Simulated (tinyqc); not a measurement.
Shrinking the pitch: stress in a transistor channel from embedded alloy regions, liners and fins, by half-space elasticity. Computed by tinyqc, a small Python program. Command: `OMP_NUM_THREADS=1 python tinyqc.py 3003273 3003274 out.jsonl stressor walk`. One thread of a shared host (Intel(R) Xeon(R) Processor @ 2.30GHz), about 0.01 s of CPU time with the checks.

Plane strain in an isotropic half-space, the same constants everywhere; x along the channel from its centre, y downwards from the free surface; stress is positive in tension.

Inputs (values chosen for the exercise, modelled on silicon):
```
quantity                          value  unit
alloy fraction x                  0.015     -
lattice change per unit x, beta  -0.439     -
Young's modulus E                   161   GPa
Poisson ratio nu                   0.24     -
channel length L                     70    nm
length of each stressor S            35    nm
recess depth d                       30    nm
depth of the field point y          1.3    nm
```

Stressor: Si(1-x)C(x) source and drain.

Method:
- Misfit e = beta x. A fully constrained inclusion holds the stress -p with p = E e/(1 - 2 nu); a blanket film would hold -E e/(1 - nu) in the plane.
- A line element dA of misfit at (a, c) in the half-space gives, with C = E e/(2 pi (1 - nu)), X = x - a, r1^2 = X^2 + (y - c)^2, r2^2 = X^2 + Y^2, Y = y + c: s_xx = -C dA {[X^2 - (y - c)^2]/r1^4 + 3 [X^2 - Y^2]/r2^4 + 4 y Y (Y^2 - 3 X^2)/r2^6}, s_yy = C dA {[X^2 - (y - c)^2]/r1^4 - [X^2 - Y^2]/r2^4 + 4 y Y (Y^2 - 3 X^2)/r2^6}. These are integrated over two rectangles, L/2 < |a| < L/2 + S, 0 < c < d (closed form in a, 200 Gauss-Legendre points in c).
- L and S are scaled together at fixed d, then S alone, then L alone.

misfit e = -0.006585

S_xx at the centre (MPa):
```
scale  L and S scaled  S alone  L alone
0.35           423.98   239.47   949.43
0.50           522.60   318.80   841.39
0.70           553.20   408.29   694.27
1.00           515.70   515.70   515.70
1.40           436.68   623.45   356.22
2.00           339.51   736.85   221.15
3.00           240.72   855.21   118.36
```

Halving S alone keeps 0.62 of the stress, halving L alone gives 1.63, and halving both 1.01: a shorter channel brings the walls closer, a shorter stressor brings its far wall, which pulls the other way, closer too. Neighbouring devices are left out.
